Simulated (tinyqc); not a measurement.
Sweep of alpha: linear model of a band gap against the share of exact exchange.

E(alpha) = E0 + S alpha. A wider gap screens less, modelled in the Penn form eps(alpha) = 1 + (e0 - 1)(EP/(EP + S alpha))^2 with a scale EP chosen for the exercise. A dielectric-dependent hybrid takes alpha = 1/eps.

Inputs chosen for the exercise (of the order of those of TiO2; not measured data):
```
symbol  value  unit  meaning
E0      1.88   eV    gap of the semi-local functional
S       9.2    eV    slope dE/d(alpha)
e0      8.47         optical dielectric constant at alpha = 0
EP      12     eV    energy scale of the screening
Et      3.28   eV    target gap
```

Also the exciton scale relative to alpha = 0, (m/m(0))(eps(0)/eps)^2, with a mass proportional to E + D, D = E0/2 + 0.3 eV, a k.p rule for direct gaps only.

Results:
```
alpha  E (eV)    eps  alpha eps  exciton scale
0.00    1.880  8.470      0.000           1.00
0.05    2.340  7.929      0.396           1.31
0.10    2.800  7.444      0.744           1.68
0.15    3.260  7.009      1.051           2.11
0.20    3.720  6.616      1.323           2.61
0.25    4.180  6.260      1.565           3.18
0.35    5.100  5.644      1.975           4.58
0.50    6.480  4.904      2.452           7.38
```

alpha eps reaches 1 between alpha = 0.1 and 0.15 (fixed point 0.141), and the target gap is met between 0.15 and 0.2. At the fixed point the gap is 3.18 eV, -0.10 eV from the target. From 0 to 0.25 the gap grows by 2.30 eV while eps falls by 26 %; the exciton scale, which takes both, grows by a factor of 3.18 (formal for an indirect gap).

Run: tinyqc, `OMP_NUM_THREADS=1 python tinyqc.py 1850406 1850407 out.jsonl`; Intel(R) Xeon(R) Processor @ 2.30GHz, one thread, shared host; about 0.01 s of CPU time with all checks.
